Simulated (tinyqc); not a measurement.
Reverse leakage of an n+-p junction: diffusion, generation, trap-assisted and band-to-band tunnelling: leakage components against the SRH lifetime of both carriers at zero field.

One-sided abrupt junction in the depletion approximation, x from the junction (0) to W on the p side, field F = F0 (1 - x/W). Flat quasi-Fermi levels, long p side. Traps generate through SRH with both lifetimes shortened by 1 + Gamma (Hurkx enhancement, form for moderate fields); band-to-band generation is local and needs a total bending above Eg.

ni = sqrt(Nc Nv) exp(-Eg/(2 Vt)), Eg in volts; Vbi = Vt ln(Na Nd/ni^2); W = sqrt(2 eps0 eps_r (Vbi + VR)/(q Na)); F0 = 2 (Vbi + VR)/W; FG = sqrt(24 mt m0 (kB T)^3)/(q hbar); J_diff = q ni^2 sqrt(Dn/tau)(1 - exp(-VR/Vt))/Na. u = (Vbi + VR)(1 - x/W)^2, p = Na exp(-u/Vt), n = Nd exp((u - Vbi - VR)/Vt); G0 = ni^2 (1 - exp(-VR/Vt))/(tau (n + p + 2 ni cosh(Et/Vt))); Gamma = 2 sqrt(3 pi)(F/FG) exp((F/FG)^2); trap-assisted part G0 Gamma; G_bb = Ab F^2.5 exp(-Bb/F) with F in V/cm, zero unless Vbi + VR > Eg. Currents are q times the integrals over 0 to W; J_bb under 1e-8 of J is printed as 0; rows with F0/FG above 2.2, beyond the range of this Gamma, are left out.

Values chosen for this exercise; band and dielectric values those of a made-up semiconductor: temperature T = 300 K; band gap Eg = 0.968 eV; relative permittivity eps_r = 11.8; conduction-band density of states at T Nc = 2.85e19 cm^-3; valence-band density of states at T Nv = 2.26e19 cm^-3; acceptor density of the lighter side Na = 5e16 cm^-3; donor density of the heavier side Nd = 5e19 cm^-3; trap level above the intrinsic level Et = 0 eV; tunnelling mass mt = 0.24 m0; electron diffusion coefficient on the lighter side Dn = 26 cm^2/s; band-to-band prefactor Ab = 2.2e14 cm^-0.5 V^-2.5 s^-1; band-to-band field constant Bb = 9.36e6 V/cm; reverse bias VR = 2.4 V.

Constants: q = 1.602176634e-19 C, kB = 1.380649e-23 J/K, hbar = 1.054571817e-34 J s, m0 = 9.1093837015e-31 kg, Vt = kB T/q, eps0 = 8.8541878128e-14 F/cm where lengths are in cm. Results are converted to the units shown.

The same in every row: F0 (kV/cm) = 222; F0/FG = 0.615.

Leakage components against the SRH lifetime of both carriers at zero field:
```
tau (s),J_diff (A/cm^2),J_SRH (A/cm^2),J_TAT (A/cm^2),J_bb (A/cm^2),J (A/cm^2),largest part
1e-10,5.76e-8,0.00268,0.00747,0,0.0102,trap-assisted tunnelling
1e-9,1.82e-8,2.68e-4,7.47e-4,0,0.00102,trap-assisted tunnelling
1e-8,5.76e-9,2.68e-5,7.47e-5,0,1.02e-4,trap-assisted tunnelling
1e-7,1.82e-9,2.68e-6,7.47e-6,0,1.02e-5,trap-assisted tunnelling
1e-6,5.76e-10,2.68e-7,7.47e-7,0,1.02e-6,trap-assisted tunnelling
1e-5,1.82e-10,2.68e-8,7.47e-8,0,1.02e-7,trap-assisted tunnelling
0.0001,5.76e-11,2.68e-9,7.47e-9,2.69e-16,1.02e-8,trap-assisted tunnelling
```

J falls from 0.0102 to 1.02e-8 A/cm^2. Trap-assisted tunnelling leads at tau = 1e-10 and in all other rows. J_SRH and J_TAT go as 1/tau and J_diff as tau^(-1/2); J_bb does not depend on it.

Range of the model: The n+ side is degenerate, so Vbi from Boltzmann statistics is only a guide.

Numbers from tinyqc (`OMP_NUM_THREADS=1 python tinyqc.py 2290054 2290055 out.jsonl`; about 0.01 s on one thread of a shared Intel Xeon 2.30GHz).
